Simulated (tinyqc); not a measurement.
On-chip power grid, static voltage drop by conjugate gradients: two steps of the calculation.

A grid of 3 rows and 4 columns, node k = 4 row + column. Neighbours in a row are joined by Rx, in a column by Ry; pad nodes, which reach the supply through Rp: 0, 11. Each node draws I0, node 1 draws kh I0. The drops u = Vdd - V solve G u = i, with G the conductance matrix (1/Rp added on the diagonal at pad nodes).

Values chosen for this exercise: resistance of a horizontal segment Rx = 0.57 ohm; resistance of a vertical segment Ry = 0.31 ohm; resistance from a pad node to the supply Rp = 0.59 ohm; load current of an ordinary node I0 = 2.2 mA; factor on the load at the hot node kh = 1.

Question 1. Diagonal of G, loads and first direction. G_kk = sum of the conductances at node k. Start u = 0, so the residual is r = i; z = r/G_kk (Jacobi preconditioner), p = z.

Wanted: G_kk; r at the start; p at the start.

Answer 1.

G_kk (S):
```
       col 0  col 1  col 2  col 3
row 0  6.675  6.735  6.735  4.980
row 1  8.206  9.960  9.960  8.206
row 2  4.980  6.735  6.735  6.675
```

r at the start (mA):
```
       col 0  col 1  col 2  col 3
row 0  2.200  2.200  2.200  2.200
row 1  2.200  2.200  2.200  2.200
row 2  2.200  2.200  2.200  2.200
```

p at the start (mV):
```
        col 0   col 1   col 2   col 3
row 0  0.3296  0.3267  0.3267  0.4417
row 1  0.2681  0.2209  0.2209  0.2681
row 2  0.4417  0.3267  0.3267  0.3296
```

Question 2. Conjugate-gradient step. q = G p; with z = r/G_kk: a = (r.z)/(p.q); u(new) = u + a p; r(new) = r - a q; b = (r.z)(new)/(r.z); p(new) = z(new) + b p.

u at the start (mV):
```
       col 0  col 1  col 2  col 3
row 0      0      0      0      0
row 1      0      0      0      0
row 2      0      0      0      0
```

r at the start (mA):
```
       col 0  col 1  col 2  col 3
row 0    2.2    2.2    2.2    2.2
row 1    2.2    2.2    2.2    2.2
row 2    2.2    2.2    2.2    2.2
```

p at the start (mV):
```
            col 0       col 1       col 2       col 3
row 0  0.32958270  0.32667227  0.32667227  0.44175000
row 1  0.26809655  0.22087500  0.22087500  0.26809655
row 2  0.44175000  0.32667227  0.32667227  0.32958270
```

Wanted: q; a; u after iteration 1; r after iteration 1; b; p after iteration 1.

Answer 2.

q (mA):
```
         col 0    col 1    col 2    col 3
row 0   0.7621   0.3362   0.1394   0.7621
row 1  -0.6757  -0.7654  -0.7654  -0.6757
row 2   0.7621   0.1394   0.3362   0.7621
```

a = 10.71

u after iteration 1 (mV):
```
       col 0  col 1  col 2  col 3
row 0  3.531  3.500  3.500  4.733
row 1  2.872  2.366  2.366  2.872
row 2  4.733  3.500  3.500  3.531
```

r after iteration 1 (mA):
```
       col 0  col 1  col 2  col 3
row 0  -5.96  -1.40   0.71  -5.96
row 1   9.44  10.40  10.40   9.44
row 2  -5.96   0.71  -1.40  -5.96
```

b = 8.208

p after iteration 1 (mV):
```
       col 0  col 1  col 2  col 3
row 0  1.812  2.473  2.786  2.428
row 1  3.351  2.857  2.857  3.351
row 2  2.428  2.786  2.473  1.812
```

Program tinyqc, `OMP_NUM_THREADS=1 python tinyqc.py 2770148 2770149 out.jsonl`; Intel Xeon 2.30GHz, shared host, one thread, about 0.1 s.
